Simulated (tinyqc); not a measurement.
Tunnelling through a two-layer gate stack, WKB transmission and Tsu-Esaki current: one step of the calculation.

Electrons leave the emitter at x = 0. Energies E (motion across the layers) are in eV from the emitter Fermi level; the collector Fermi level lies at -V and offers states at every E. No charge in the dielectric and no image force: F1 = V/(t1 + t2 eps1/eps2), F2 = F1 eps1/eps2; U = phi1 - F1 x in layer 1 and phi2 - F1 t1 - F2 (x - t1) in layer 2. With C = hbar^2/(2 m0), kappa = sqrt(m (U - E)/C) where U > E and 0 elsewhere; T(E) = exp(-S), S = 2 times the integral of kappa over x.

Question. WKB exponent by the midpoint rule. Cut each layer into nc equal cells, take U and kappa at the cell centres, and sum S = 2 sum kappa h.

Values chosen for this exercise; layer 1 close to silicon nitride, layer 2 close to zirconium oxide: barrier of layer 1 above the emitter Fermi level at zero bias phi1 = 2.03 eV; tunnelling mass of layer 1 m1 = 0.49 m0; thickness of layer 1 t1 = 0.5 nm; relative permittivity of layer 1 eps1 = 7.2; barrier of layer 2 at zero bias phi2 = 1.43 eV; tunnelling mass of layer 2 m2 = 0.25 m0; thickness of layer 2 t2 = 2.4 nm; relative permittivity of layer 2 eps2 = 25.8; voltage across the dielectric V = 0.6 V; energy of the electron followed E = 0 eV; cells in each layer nc = 3.

Constants: q = 1.602176634e-19 C, hbar = 1.054571817e-34 J s, m0 = 9.1093837015e-31 kg, hbar^2/(2 m0) = 0.0380998212 eV nm^2. Results are converted to the units shown.

Give: x; U; kappa; S; T(E).

Answer.

```
cell,x (nm),U (eV),kappa (1/nm)
0,0.0833,1.9873,5.0555
1,0.2500,1.9018,4.9456
2,0.4167,1.8163,4.8331
3,0.9000,1.1163,2.7064
4,1.7000,1.0018,2.5638
5,2.5000,0.8873,2.4129
```

S = 17.238
T(E) = 3.2639e-8

Computed by the program tinyqc: `OMP_NUM_THREADS=1 python tinyqc.py 2540065 2540066 out.jsonl`, one thread of a shared Intel Xeon 2.30GHz, about 0.02 s for the whole run.
